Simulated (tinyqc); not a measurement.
The 3-omega method: a line heater on a substrate with a thin film: one step, computed by the program tinyqc.

A current at angular frequency omega = 2 pi f heats the line at 2 omega with the amplitude P per length; the temperature swing Delta T at 2 omega gives a voltage at 3 omega. The substrate is taken as semi-infinite and isotropic, and the heat capacity of heater and film is left out.

Task: The film adds a constant step. One-dimensional flow across the film: Delta T_f = P (t/kappa_f + R_i)/(2 b); total in-phase swing Delta T = Delta T_s + Delta T_f; third-harmonic amplitude V_3 = V_1 beta |Delta T|/2 with the out-of-phase part included; the apparent film conductivity is t/(t/kappa_f + R_i).

Inputs (values chosen for the exercise, modelled on alumina on gallium nitride):
```
quantity                                    value        unit
heater half-width b                           4.1  micrometre
power amplitude per length P                   22         W/m
film thickness t                               37          nm
film conductivity kappa_f                     1.5     W/(m K)
interface resistance R_i                      5.4    m^2 K/GW
temperature coefficient of resistance beta    2.2      1e-3/K
voltage amplitude V_1                           3           V
```

in-phase Delta T_s = 0.1836075 K

out-of-phase Delta T_s = -0.02940090 K

Give: Delta T_f; total in-phase swing; V_3; apparent film conductivity; film share of the in-phase swing.

Result:

Delta T_f = 0.08067 K

total in-phase swing = 0.2643 K

V_3 = 0.8775 mV

apparent film conductivity = 1.231 W/(m K)

film share of the in-phase swing = 0.3052

The interface lowers the apparent conductivity by 18 %. The film gives a large part of the signal. Caution: the penetration depth exceeds a fifth of the substrate thickness, so the back face is felt and the semi-infinite formula fails.
